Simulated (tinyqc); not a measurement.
Ellipsometry and reflectance of a transparent film on an absorbing substrate: two steps of the calculation.

Air (index 1), film, substrate with N2 = n2 - i k2; time factor exp(+i w t). q_j = sqrt(N_j^2 - sin^2 th), root with positive real part. Fresnel coefficients r_s = (q_a - q_b)/(q_a + q_b), r_p = (N_b^2 q_a - N_a^2 q_b)/(N_b^2 q_a + N_a^2 q_b). tan(Psi) exp(i Delta) = R_p/R_s, Delta taken from 0 to 360 degrees.

Inputs (values chosen for the exercise); indices close to those of a porous low-k film on silicon:
```
symbol  value     unit                                  meaning
lam     632.8       nm                               wavelength
th         70  degrees                       angle of incidence
n1      1.287                     index of the transparent film
d          16       nm                           film thickness
n2      3.882                            index of the substrate
k2      0.019           extinction coefficient of the substrate
```

Question 1. Interface coefficients and thickness period. q0, q1, q2 and the coefficients r01 and r12 for p and s; the results repeat in d with the period lam/(2 q1).

Wanted: q0; q1; q2; r01,p; r01,s; r12,p; r12,s; period.

Answer 1.

q0 = 0.34202
q1 = 0.87940
q2 = 3.7666-0.0196i
r01,p = -0.21640
r01,s = -0.43996
r12,p = 0.35984-0.00200i
r12,s = -0.62144+0.00160i
period = 359.79 nm

Question 2. Psi, Delta and reflectances. beta = 2 pi d q1/lam, X = exp(-2 i beta), R = (r01 + r12 X)/(1 + r01 r12 X) for p and s.

q1 = 0.87940138
r01,p = -0.21639603
r01,s = -0.43996378
r12,p = 0.35984389-0.00199771i
r12,s = -0.62144024+0.00159560i

Give: beta; X; R_p; R_s; Psi; Delta; |R_p|^2; |R_s|^2.

Answer 2.

beta = 0.13971 rad
X = 0.96122-0.27579i
R_p = 0.13669-0.11257i
R_s = -0.82645+0.08716i
Psi = 12.029 degrees
Delta = 146.55 degrees
|R_p|^2 = 0.031356
|R_s|^2 = 0.69062

The bare substrate gives Psi = 10.57 and Delta = 179.23 degrees.

tinyqc, about 0.01 s, one thread, Intel Xeon 2.30GHz (shared host): `OMP_NUM_THREADS=1 python tinyqc.py 2870220 2870221 out.jsonl`
